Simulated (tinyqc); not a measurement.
# p-n heterojunction, non-linear Poisson equation by Newton steps, Fermi-Dirac statistics, step by step

Computed by the program tinyqc: `OMP_NUM_THREADS=1 python tinyqc.py 2040024 2040025 out.jsonl`, one thread of a shared Intel Xeon 2.30GHz, about 0.2 s for the whole run. Printed values are rounded; ~0 in a residual or rate marks an entry under 1e-11 of the largest of its column.

One dimension, material 1 (p-type) at x < 0 and material 2 (n-type) at x > 0. Band edges: Ec = -psi in material 1 and -psi + dEc in material 2, Ev = Ec - Eg. Flat quasi-Fermi levels: 0 for holes, +V for electrons. n = Nc F((EFn - Ec)/Vt), p = Nv F((Ev - EFp)/Vt), with F(eta) = F_1/2(eta) = (2/sqrt(pi)) int_0^infinity sqrt(u) du/(1 + exp(u - eta)) (Fermi-Dirac statistics); full ionisation, no interface charge, classical densities; the doping types are chosen for the exercise.

Parameters, values chosen for the exercise; band and dielectric values those of a made-up pair:

| symbol | value | unit | meaning |
|---|---|---|---|
| T | 300 | K | temperature |
| Eg1 | 4.1 | eV | band gap of material 1 |
| er1 | 8.44 |  | relative permittivity of material 1 |
| Nc1 | 2.7e18 | cm^-3 | conduction-band density of states of material 1 |
| Nv1 | 6.36e19 | cm^-3 | valence-band density of states of material 1 |
| Eg2 | 3.42 | eV | band gap of material 2 |
| er2 | 11.1 |  | relative permittivity of material 2 |
| Nc2 | 2.55e18 | cm^-3 | conduction-band density of states of material 2 |
| Nv2 | 4.62e19 | cm^-3 | valence-band density of states of material 2 |
| dEc | -0.3 | eV | conduction-band offset Ec2 - Ec1 |
| N1 | 5.3e15 | cm^-3 | acceptor density of material 1 |
| N2 | 8.9e15 | cm^-3 | donor density of material 2 |
| V | 0 | V | bias of side 1 against side 2 |

Constants: q = 1.602176634e-19 C, kB = 1.380649e-23 J/K, Vt = kB T/q, eps0 = 8.8541878128e-14 F/cm where lengths are in cm. Results are converted to the units shown.

## Offsets and end potentials

dEv = Ev1 - Ev2 = Eg2 - Eg1 - dEc. Neutrality of the majority carriers far from the junction: Nv1 F((-psi_L - Eg1)/Vt) = N1 and Nc2 F((V + psi_R - dEc)/Vt) = N2. Total bending psi_R - psi_L.

dEv = -0.38 eV
psi_L = -3.85718 V
psi_R = -0.446233 V
psi_R - psi_L = 3.41095 V

The alignment is straddling (type I): dEc and dEv have the same sign.

## Permittivity of the intervals

x, node 0 to 13 (nm): -1300  -926  -642  -426  -260  -134  -37  37  125  228  351  496  669  872

er1 or er2; the interface lies midway in its interval, which gets the series value 2 er1 er2/(er1 + er2).

eps_r, interval 0 to 12: 8.44  8.44  8.44  8.44  8.44  8.44  9.58895  11.1  11.1  11.1  11.1  11.1  11.1

## Couplings between neighbouring nodes

a_i = eps0 eps_r/h_i for the interval from node i to i + 1, with h_i = x_(i+1) - x_i in cm.

coupling a_i, interval 0 to 12 (F/cm^2): 1.99811e-8  2.63131e-8  3.45969e-8  4.50177e-8  5.93090e-8  7.70406e-8  1.14733e-7  1.11684e-7  9.54189e-8  7.99036e-8  6.77803e-8  5.68101e-8  4.84145e-8

## Starting potential

material, node 0 to 13: 1  1  1  1  1  1  1  2  2  2  2  2  2  2

psi_L on the nodes of material 1 and psi_R on those of material 2.

psi at the start, node 0 to 13 (V): -3.85718  -3.85718  -3.85718  -3.85718  -3.85718  -3.85718  -3.85718  -0.44623  -0.44623  -0.44623  -0.44623  -0.44623  -0.44623  -0.44623

## Iteration 1: densities, residual and Jacobian diagonal

n_i = Nc F(a_n), a_n = (V - Ec_i)/Vt; p_i = Nv F(a_p), a_p = (Ec_i - Eg)/Vt; rho_i = p_i - n_i + C_i with C = -N1 or +N2; g_i = (Nc F'(a_n) + Nv F'(a_p))/Vt with F' = F_-1/2(eta) = (1/sqrt(pi)) int_0^infinity u^(-1/2) du/(1 + exp(u - eta)). Box widths w_i = (h_(i-1) + h_i)/2 in cm. Residual F_i = a_i (psi_(i+1) - psi_i) - a_(i-1) (psi_i - psi_(i-1)) + q rho_i w_i; Jacobian: a_(i-1) and a_i beside the diagonal, b_i = -a_(i-1) - a_i - q g_i w_i on it. The two end nodes are fixed.

```
node	n (cm^-3)	p (cm^-3)
0	4.30094e-47	5.3e15
1	4.30094e-47	5.3e15
2	4.30094e-47	5.3e15
3	4.30094e-47	5.3e15
4	4.30094e-47	5.3e15
5	4.30094e-47	5.3e15
6	4.30094e-47	5.3e15
7	8.9e15	4.65356e-36
8	8.9e15	4.65356e-36
9	8.9e15	4.65356e-36
10	8.9e15	4.65356e-36
11	8.9e15	4.65356e-36
12	8.9e15	4.65356e-36
13	8.9e15	4.65356e-36
```

```
node	residual F (C/cm^2)	diagonal b (F/cm^2)
1	~0	-1.12692e-6
2	~0	-8.82054e-7
3	~0	-7.06969e-7
4	~0	-5.83875e-7
5	~0	-5.02580e-7
6	3.91348e-7	-4.72605e-7
7	-3.91348e-7	-6.72643e-7
8	~0	-7.33209e-7
9	~0	-7.97837e-7
10	~0	-8.85887e-7
11	~0	-1.00052e-6
12	~0	-1.14091e-6
```

## Iteration 1: Newton step

Solve the tridiagonal system a_(i-1) d_(i-1) + b_i d_i + a_i d_(i+1) = -F_i for nodes 1 to 12, with d = 0 on fixed nodes. Each component d is damped to sign(d) Vt ln(1 + |d|/Vt) before it is added.

Newton step d, before damping, node 1 to 12 (V): 0.000001  0.000029  0.000740  0.011606  0.113697  0.732775  -0.468864  -0.072558  -0.008757  -0.000794  -0.000054  -0.000003
psi after iteration 1, node 0 to 13 (V): -3.85718  -3.85718  -3.85715  -3.85645  -3.84759  -3.81359  -3.76982  -0.52254  -0.48079  -0.45378  -0.44702  -0.44629  -0.44624  -0.44623

## Course of the Newton iteration

Stop when the largest undamped |d| is below 1e-9 V, or after 80 iterations.

Course of the iteration:
```
iteration	largest |F| (C/cm^2)	largest |d| (V)	at node
1	3.91e-7	0.733	6
2	3.62e-7	1.54	6
3	3.37e-7	1.67	6
4	3.14e-7	1.67	6
5	2.91e-7	1.60	6
6	2.68e-7	1.52	6
7	2.47e-7	1.44	6
8	2.26e-7	1.34	6
9	2.05e-7	1.24	6
...	...	...	...
22	3.04e-8	0.160	6
23	2.08e-8	0.109	6
24	1.27e-8	0.0660	6
25	6.38e-9	0.0333	6
26	2.28e-9	0.0119	6
27	4.03e-10	2.10e-3	6
28	1.56e-11	8.12e-5	6
29	2.44e-14	1.27e-7	6
30	6.00e-20	3.13e-13	6
```

Converged in 30 iterations. Once the step is below 0.1 Vt, 3 more iteration(s) reach the threshold: near the solution the error is roughly squared each time.

## Band edges, densities and displacement

converged psi, node 0 to 13 (V): -3.85718  -3.85687  -3.84393  -3.58805  -3.03113  -2.39937  -1.79012  -1.31775  -0.93589  -0.63166  -0.46986  -0.44788  -0.44632  -0.44623

Ec, Ev, n and p as defined; D = a_k (psi_(k+1) - psi_k) on the interval that holds the interface.

```
node	Ec (eV)	Ev (eV)	n (cm^-3)	p (cm^-3)
0	3.85718	-0.24282	4.30094e-47	5.3e15
1	3.85687	-0.24313	4.35302e-47	5.23660e15
2	3.84393	-0.25607	7.18010e-47	3.17478e15
3	3.58805	-0.51195	1.42830e-42	1.59600e11
4	3.03113	-1.06887	3.24074e-33	70.3409
5	2.39937	-1.70063	1.32949e-22	1.71462e-9
6	1.79012	-2.30988	2.28360e-12	9.98234e-20
7	1.01775	-2.40225	20.3779	2.03494e-21
8	0.63589	-2.78411	5.29743e7	7.82790e-28
9	0.33166	-3.08834	6.83782e12	6.06447e-33
10	0.16986	-3.25014	3.57171e15	1.16043e-35
11	0.14788	-3.27212	8.35035e15	4.96025e-36
12	0.14632	-3.27368	8.87175e15	4.66839e-36
13	0.14623	-3.27377	8.9e15	4.65356e-36
```

D = 54.1972 nC/cm^2

## Check against the first integral

Exact first integral: on each side D^2/(2 eps0 er) = G, G = q [Vt (nI_j - nI_b) + Vt (pI_j - pI_b) - C (psi_j - psi_b)], with C = -N1 or +N2, b the neutral end of that side, and nI, pI the densities with F_1/2 replaced by F_3/2(eta) = (4/(3 sqrt(pi))) int_0^infinity u^(3/2) du/(1 + exp(u - eta)). D is continuous, so er1 G1(psi_j) = er2 G2(psi_j) fixes psi_j. Ends from Nv1 F((-psi_L - Eg1)/Vt) = N1 and Nc2 F((V + psi_R - dEc)/Vt) = N2. D is counted positive when psi rises towards material 2.

psi_j = -1.51908 V
D = 54.1715 nC/cm^2
psi_j - psi_L = 2.33810 V
psi_R - psi_j = 1.07285 V
Ec1 - EFn at the interface = 1.51908 eV
Ec2 - EFn at the interface = 1.21908 eV

Material 1 takes 68.5 % of the bending. The 14-node mesh gave D = 54.20 nC/cm^2, 0.047 % above the exact value in size.
